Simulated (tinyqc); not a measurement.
FinFET, parasitic resistance, capacitance and delay: one step of the calculation.

Nf fins under one contact; each has gated perimeter p = 2 Hf + Wf and cross-section A = Hf Wf; contact width Wc = Nf pf, stack height Hs = Hf. Contact length Lc = CPP - Lg - 2 Lsp, shared by two neighbouring gates. Source and drain sides are equal. The formulas are first-order estimates, not field solutions.

Task. Effective current, delay and energy. Ieff = (IH + IL)/2, delay CL Vdd/(2 Ieff), energy CL Vdd^2, with CL the load of an inverter that drives an equal one.

Parameters, values chosen for the exercise:
```
symbol,value,unit,meaning
Vdd,0.6,V,supply voltage
```

IH = I(Vdd, Vdd/2) = 396.01601 uA
IL = I(Vdd/2, Vdd), solved likewise = 87.523882 uA
CL = 1444.8141 aF

Find: Ieff; delay; energy.

Result.

Ieff = 241.77 uA
delay = 1.7928 ps
energy = 520.13 aJ

Program tinyqc, `OMP_NUM_THREADS=1 python tinyqc.py 2170120 2170121 out.jsonl`; Intel Xeon 2.30GHz, shared host, one thread, about 0.04 s.
